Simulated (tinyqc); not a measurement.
Composition against offsets: model-solid line-up of a strained alloy layer on a substrate.

All values of the alloy are linear in x but the gap, Eg(x) = (1 - x) Eg_A + x Eg_B - C x (1 - x), and the valence edge, Ev(x) = (1 - x) Ev_A + x Ev_B + fv C x (1 - x); Ec = Ev + Eg. Ev is the top of the unstrained valence band on a scale common to all materials. In the layer only the Gamma valley of the conduction band is followed, also where an X or L valley would lie lower.

Coherent growth on a (111) face: e_par = (a_s - a)/a, e_perp = -(2 C11 + 4 C12 - 4 C44)/(C11 + 2 C12 + 4 C44) e_par; exx = eyy = ezz = (2 e_par + e_perp)/3 and exy = eyz = ezx = (e_perp - e_par)/3.

Strained edges: Ec + ac tr(e); the valence edges are Ev plus the levels of the 6 x 6 matrix of X, Y, Z times spin with -Dso/3 + l exx + m (eyy + ezz) on the diagonal (cyclic), n exy off it, l = av + 2 b, m = av - b, n = sqrt(3) d. Spin-orbit term (Dso/3) L.sigma on X, Y, Z with (L_k)_ij = -i epsilon_kij: <X+|H|Y+> = -i Dso/3, <X+|H|Z-> = Dso/3, <Y+|H|Z-> = -i Dso/3, <Z+|H|X-> = -Dso/3, <Z+|H|Y-> = i Dso/3, <X-|H|Y-> = i Dso/3, and their conjugates; + and - are the spin along z.

dEc = Ec(substrate) - Ec(layer), dEv = Ev(layer) - Ev(substrate); positive values confine the carrier in the layer. Type I: both of one sign; type II: opposite signs; type III: the gaps do not overlap.

Inputs chosen for the exercise (A near GaP, B near InP, substrate near GaAs; not measured data):
- a = (5.445, 5.873) angstrom (lattice constant of A, B)
- Eg = (2.862, 1.412) eV (gap at Gamma to the s-like level of A, B)
- Dso = (0.08, 0.109) eV (spin-orbit splitting of A, B)
- Ev = (-1.26, -0.95) eV (top of the unstrained valence band of A, B)
- ac = (-8.28, -5.96) eV (conduction deformation potential of A, B)
- av = (1.69, 0.61) eV (valence hydrostatic potential of A, B)
- b = (-1.59, -1.97) eV (tetragonal shear potential of A, B)
- d = (-4.57, -5.05) eV (trigonal shear potential of A, B)
- C11 = (139, 101.3) GPa (of A, B)
- C12 = (62.4, 56.1) GPa (of A, B)
- C44 = (69.7, 45.6) GPa (of A, B)
- C = 0.689 eV (bowing of the gap)
- fv = 0.2 (share of the bowing taken by the valence edge)
- a_s = 5.66 angstrom (substrate)
- Eg_s = 1.523 eV (lowest gap of the substrate)
- Ev_s = -0.81 eV (substrate valence edge)
- face = 111 (growth face)

Each composition is strained to the same substrate.

Results:

| x | e_par (%) | relaxed gap (eV) | strained gap (eV) | valence splitting (meV) | dEc (eV) | dEv (eV) | type |
|---|---|---|---|---|---|---|---|
| 0.12 | 2.98 | 2.615 | 1.970 | 328 | -0.330 | -0.117 | I |
| 0.23 | 2.10 | 2.406 | 1.968 | 230 | -0.283 | -0.163 | I |
| 0.35 | 1.17 | 2.198 | 1.969 | 124 | -0.234 | -0.212 | I |
| 0.46 | 0.32 | 2.024 | 1.967 | 30 | -0.193 | -0.251 | I |
| 0.57 | -0.51 | 1.867 | 1.905 | 33 | -0.156 | -0.226 | I |
| 0.68 | -1.33 | 1.726 | 1.814 | 52 | -0.122 | -0.169 | I |
| 0.80 | -2.20 | 1.592 | 1.720 | 60 | -0.090 | -0.107 | I |
| 0.91 | -2.99 | 1.486 | 1.636 | 64 | -0.065 | -0.048 | I |

The alloy matches the substrate at x = 0.502, where the top valence edge changes its character and the splitting passes through zero. The strained gap runs from 1.970 to 1.636 eV, against 2.615 to 1.486 eV for the relaxed alloy: strain takes back part of the change that the composition makes. It is not monotonic; its extremes in the table are 1.636 and 1.970 eV. Strains above 2 % can be kept only in layers of a few nanometres. The line-up is type I throughout, with the layer as the barrier. Offsets below about 50 meV are within the spread of parameter sets, so those rows do not settle the type. Where the alloy is indirect its X or L edge, left out, lies lower and sets the real gap and dEc.

Program tinyqc; command `OMP_NUM_THREADS=1 python tinyqc.py 1080460 1080461 out.jsonl`; about 0.02 s on one thread of a shared Intel(R) Xeon(R) Processor @ 2.30GHz.
